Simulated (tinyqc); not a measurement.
Worked calculation: plane-wave Kohn-Sham cycle with exchange-only LDA in a layered model solid. One step of it, computed by the program tinyqc.

Task: Iteration 1: potential. V_H(G) = 4 pi rho(G)/G^2 for G != 0 (uniform background); v_x = -(3 rho/pi)^(1/3); V = V_ext + V_H + v_x; Fourier components f(G_m) = (1/N) sum_j f(x_j) exp(-i G_m x_j).

A solid whose potential varies along x alone (atomic units):
```
parameter                      value
period a                   10.900000
cross-section of the cell  12.000000
electrons per cell                 4
grid points                       16
plane waves -n..n, n               2
k points                           2
V1 in V1 cos(2 pi x/a)     -0.120000
```

density at the start, on the grid x_j = j a/N (e/bohr^3): [0.03058104, 0.03058104, 0.03058104, 0.03058104, 0.03058104, 0.03058104, 0.03058104, 0.03058104, 0.03058104, 0.03058104, 0.03058104, 0.03058104, 0.03058104, 0.03058104, 0.03058104, 0.03058104]

Give: Potentials on the grid; V(G_m), m = 0, 1, 2, ....

Result:

Potentials on the grid (hartree):
```
x          V_ext     V_H      v_x        V
0.0000   -0.1200  0.0000  -0.3079  -0.4279
0.6813   -0.1109  0.0000  -0.3079  -0.4188
1.3625   -0.0849  0.0000  -0.3079  -0.3928
2.0438   -0.0459  0.0000  -0.3079  -0.3539
2.7250         0  0.0000  -0.3079  -0.3079
3.4062    0.0459  0.0000  -0.3079  -0.2620
4.0875    0.0849  0.0000  -0.3079  -0.2231
4.7687    0.1109  0.0000  -0.3079  -0.1971
5.4500    0.1200  0.0000  -0.3079  -0.1879
6.1312    0.1109  0.0000  -0.3079  -0.1971
6.8125    0.0849  0.0000  -0.3079  -0.2231
7.4938    0.0459  0.0000  -0.3079  -0.2620
8.1750         0  0.0000  -0.3079  -0.3079
8.8562   -0.0459  0.0000  -0.3079  -0.3539
9.5375   -0.0849  0.0000  -0.3079  -0.3928
10.2188  -0.1109  0.0000  -0.3079  -0.4188
```

V(G_m), m = 0, 1, 2, ... (hartree): [-0.3079, -0.0600, 0.0000, 0.0000, 0.0000]
